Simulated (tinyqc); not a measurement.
## Thin-film resistivity, exact integral against the thick limit

Fuchs-Sondheimer for a film of thickness d, k = d/lam: rho0/rho = 1 - (3 (1 - ps)/(2 k)) int_1^infinity (t^-3 - t^-5)(1 - exp(-k t))/(1 - ps exp(-k t)) dt; thick limit rho/rho0 = 1 + 3 (1 - ps)/(8 k).

Values chosen for this exercise; metal values close to those of aluminium:
- rho0 = 2.62 uohm cm (bulk resistivity)
- lam = 19.3 nm (bulk mean free path)
- ps = 0 (specular share of surface scattering)

Result of one run:
```
k	rho/rho0, exact	thick limit	error of the limit (%)	rho (uohm cm)
1.347	1.338	1.278	-4.49	3.507
```

Which film thickness d gave this result: 1.9, 26, 100 or 190 nm?

d = 26 nm.

The whole series:
```
d (nm)	k	rho/rho0, exact	thick limit	error of the limit (%)	rho (uohm cm)
0.97	0.05026	7.699	8.461	9.90	20.17
1.9	0.09845	4.832	4.809	-0.464	12.66
3.6	0.1865	3.226	3.010	-6.69	8.453
7	0.3627	2.235	2.034	-8.98	5.855
14	0.7254	1.639	1.517	-7.46	4.295
26	1.347	1.338	1.278	-4.49	3.507
51	2.642	1.163	1.142	-1.78	3.046
100	5.181	1.078	1.072	-0.520	2.824
190	9.845	1.040	1.038	-0.145	2.724
```

rho/rho0 falls from 7.70 to 1.04. The error of the thick limit goes from 9.9 through a minimum of -9.0 (at d = 7 nm among the rows listed) to -0.15 %; it stays within 5 % for k of 1.347 and above among the rows listed. The change of sign at small k is a crossing of two different laws, not agreement.

tinyqc, about 0.01 s, one thread, Intel Xeon 2.30GHz (shared host): `OMP_NUM_THREADS=1 python tinyqc.py 2100114 2100115 out.jsonl`
